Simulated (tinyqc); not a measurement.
ESD clamp with bipolar snapback, compact model and design window: two steps of the calculation.

The drain junction multiplies the current that enters it: Igen = (M - 1)(Ic + I0), M = 1/(1 - (Vj/BV)^n). The generated holes leave through the substrate resistance and the base of the parasitic npn: Igen = Vb/Rb + Ic/be, Ic = Is exp(Vb/Vt). Terminal current I = Ic + I0 + Igen and voltage V = Vj + I Ro, per width. Isothermal, constant gain.

Inputs (values chosen for the exercise); values close to those of grounded-gate n-channel clamps:
- T = 300 K (temperature)
- BV = 7 V (junction breakdown voltage)
- n = 2.6 (exponent of the multiplication)
- be = 7.9 (current gain of the parasitic npn)
- Is = 3.3e-17 A/um (saturation current)
- I0 = 1.1e-12 A/um (junction leakage)
- Rb = 6700 ohm um (substrate resistance)
- Ro = 170 ohm um (drain ballast and contact resistance)
- It2 = 8 mA/um (failure current for 100 ns)

Constants: q = 1.602176634e-19 C, kB = 1.380649e-23 J/K, Vt = kB T/q. Results are converted to the units shown.

Question 1. The snapback curve. For given Vb: Ic, Igen, M = 1 + Igen/(Ic + I0), Vj = BV (1 - 1/M)^(1/n), I and V.

| point | Vb (V) |
|---|---|
| 0 | 0.05 |
| 1 | 0.3 |
| 2 | 0.463 |
| 3 | 0.523 |
| 4 | 0.573 |
| 5 | 0.691 |
| 6 | 0.799 |
| 7 | 0.819 |
| 8 | 0.849 |

Find: Ic; M; Vj; I; V.

Answer 1.

| point | Ic (uA/um) | M | Vj (V) | I (uA/um) | V (V) |
|---|---|---|---|---|---|
| 0 | 2.2828e-10 | 6.7829e6 | 7.0000 | 7.4627 | 7.0013 |
| 1 | 3.6165e-6 | 9.4934e6 | 7.0000 | 44.776 | 7.0076 |
| 2 | 0.0019796 | 34891 | 6.9999 | 69.107 | 7.0117 |
| 3 | 0.020162 | 3872.6 | 6.9993 | 78.082 | 7.0126 |
| 4 | 0.13947 | 614.30 | 6.9956 | 85.680 | 7.0102 |
| 5 | 13.391 | 8.8285 | 6.6837 | 118.22 | 6.7038 |
| 6 | 873.22 | 1.2632 | 3.8289 | 1103.0 | 4.0164 |
| 7 | 1892.8 | 1.1912 | 3.4633 | 2254.7 | 3.8466 |
| 8 | 6040.7 | 1.1476 | 3.1804 | 6932.0 | 4.3588 |

V peaks at Vt1 = 7.013 V and falls to Vh = 3.847 V: once the npn supplies current, a small M feeds the base. At high current M tends to 1 + 1/be and Vj to BV (1 + be)^(-1/n) = 3.020 V.

Question 2. Base voltage at the failure current. I(Vb) = Ic (1 + 1/be) + I0 + Vb/Rb, I' = Ic (1 + 1/be)/Vt + 1/Rb; Newton steps on ln I: Vb(new) = Vb - ln(I/It2) I/I'. V follows from the introduction.

Vb after iteration 1 = 0.88306928 V

Find: I; V; I'; Vb after iteration 2.

Answer 2.

I = 25.55 mA/um
V = 7.410 V
I' = 983.5 mS/um
Vb after iteration 2 = 0.8529 V

Program tinyqc, `OMP_NUM_THREADS=1 python tinyqc.py 2670123 2670124 out.jsonl`; Intel Xeon 2.30GHz, shared host, one thread, about 0.02 s.
